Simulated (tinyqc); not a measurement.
Worked calculation: Hubbard ring of 4 sites. Computed by tinyqc, a small Python program that keeps every step. Settings: hopping = 1.96, U = 5.5, mixing = 0.2, iteration cap = 51. Command: `OMP_NUM_THREADS=1 python tinyqc.py 28517 28518 out.jsonl` (the two numbers bound the seeds that draw the settings). One thread of a shared host (Intel(R) Xeon(R) Processor @ 2.60GHz), about 0.2 s of CPU time with the checks.

one-body matrix (hopping and site energies) (eV), order 1, 2, 3, 4:
$$\begin{pmatrix}
-0.820000 & -1.960000 & 0.000000 & -1.960000 \\
-1.960000 & -0.340000 & -1.960000 & 0.000000 \\
0.000000 & -1.960000 & -0.890000 & -1.960000 \\
-1.960000 & 0.000000 & -1.960000 & -0.390000
\end{pmatrix}$$

U = 5.500000 eV

electrons, up and down: [2, 2]

n(up) at the start (a guess, not normalised): 1 0.800000, 2 0.200000, 3 0.800000, 4 0.200000

n(down) at the start (a guess): 1 0.200000, 2 0.800000, 3 0.200000, 4 0.800000

Each step fills the lowest levels of T + U n(other spin) and sets n(new) = n + mixing (n(out) - n); stop when output and input agree to 1e-8.

Course of the cycle:
```
iteration       E (eV)  largest |n(out) - n(in)|  mean |n_up - n_down|
1          -6.82274755                  6.04e-02              0.693131
2          -6.82805407                  4.99e-02              0.698296
3          -6.83180335                  4.14e-02              0.702644
4          -6.83446508                  3.44e-02              0.706309
5          -6.83636165                  2.87e-02              0.709402
6          -6.83771681                  2.39e-02              0.712014
7          -6.83868719                  2.00e-02              0.714222
8          -6.83938321                  1.68e-02              0.716090
9          -6.83988307                  1.41e-02              0.717670
10         -6.84024243                  1.18e-02              0.719009
11         -6.84050097                  9.96e-03              0.720142
...                ...                       ...                   ...
41         -6.84116744                  7.45e-05              0.726441
42         -6.84116745                  6.33e-05              0.726449
43         -6.84116746                  5.38e-05              0.726455
44         -6.84116747                  4.57e-05              0.726460
45         -6.84116747                  3.88e-05              0.726464
46         -6.84116747                  3.30e-05              0.726468
47         -6.84116748                  2.80e-05              0.726471
48         -6.84116748                  2.38e-05              0.726474
49         -6.84116748                  2.02e-05              0.726476
50         -6.84116748                  1.72e-05              0.726478
51         -6.84116748                  1.46e-05              0.726479
```

Can the last value be used, and what does the course show?

Not by the stop rule, although the second column moves by less than 1e-07 over the last three steps. Not converged within 51 iterations: the residual falls steadily but slowly, by a factor of about 0.85 a step. The lowest mean-field energy found from random starts is -6.84117 eV. Reruns (cap 100 unless said): mixing 0.5: converged in 34 (E = -6.84117); mixing 0.9: converged in 15 (E = -6.84117); the original settings with a cap of 400: converged in 96 (E = -6.84117).
